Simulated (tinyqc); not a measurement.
Electromigration in a confined line: Blech product, Korhonen stress evolution and Black's law: one step, computed by the program tinyqc.

The electron wind pushes atoms from the cathode (x = 0) to the anode (x = L); blocking ends build a back stress (tension positive). The input rho is taken not to change with temperature. d sigma/dt = d/dx [kappa (d sigma/dx + G)], with zero flux at both ends and sigma = 0 at t = 0.

Problem. Steady state and Blech product. At steady state sigma(x) = G (L/2 - x). A void forms only if the cathode stress reaches sigma_c, that is if j L exceeds (j L)_c = 2 Omega (sigma_c)/(Z* e rho). Time scale tau = L^2/kappa.

Inputs (values chosen for the exercise, close to those used for copper lines):

| quantity | value | unit |
|---|---|---|
| resistivity rho | 3.48 | micro-ohm cm |
| atomic volume Omega | 11.8 | angstrom^3 |
| effective charge number Z* | 1.2 | - |
| critical stress sigma_c | 130 | MPa |
| current density j | 1.1 | MA/cm^2 |
| line length L | 20 | um |
| test temperature T | 350 | C |

Start: stress-free.

stress gradient G = 6.237084 MPa/um

kappa = 5.348656e-14 m^2/s

Constants: e = 1.602176634e-19 C.

Give: steady cathode stress; j L; critical product (j L)_c; tau.

Solution.

steady cathode stress = 62.371 MPa

j L = 2200 A/cm

critical product (j L)_c = 4585.5 A/cm

tau = 2.0774 h

j L is 0.480 times the critical product: the back stress stops the flux first, and the line is immortal in this model.
